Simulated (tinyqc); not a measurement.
Hole mobility in a silicon inversion layer, empirical terms and Matthiessen rule: one step of the calculation.

Inversion layer of sheet density Ns on a uniformly doped body. The mobility terms are empirical power laws with prefactors chosen for the exercise; adding their inverses (Matthiessen) is itself an approximation.

Problem. Depletion charge and effective field. ni = sqrt(Nc Nv) exp(-Eg/(2 Vt)), Eg in volts; Ndep = sqrt(2 eps0 eps_r Nb (2 Vt ln(Nb/ni) + Vsb)/q); E = q (Ndep + eta Ns)/(eps0 eps_r), in MV/cm.

Inputs (values chosen for the exercise); material values close to those of silicon:
```
symbol    value   unit                                                meaning
T           300      K                                            temperature
Eg         1.12     eV                                               band gap
eps_r      11.6                    relative permittivity of the semiconductor
Nc      2.81e19  cm^-3                 conduction-band density of states at T
Nv      2.62e19  cm^-3                    valence-band density of states at T
Nb       1.2e17  cm^-3                                            body doping
Vsb           0      V                                      reverse body bias
eta      0.3333         weight of the inversion charge in the effective field
Ns       3.2e12  cm^-2                                      inversion density
```

Constants: q = 1.602176634e-19 C, kB = 1.380649e-23 J/K, Vt = kB T/q, eps0 = 8.8541878128e-14 F/cm where lengths are in cm. Results are converted to the units shown.

Find: ni; Ndep; E.

Solution.

ni = 1.061e10 cm^-3
Ndep = 1.137e12 cm^-2
E = 0.3437 MV/cm

The depletion charge gives 51.6 % of the field.

tinyqc, about 0.01 s, one thread, Intel Xeon 2.30GHz (shared host): `OMP_NUM_THREADS=1 python tinyqc.py 2510101 2510102 out.jsonl`
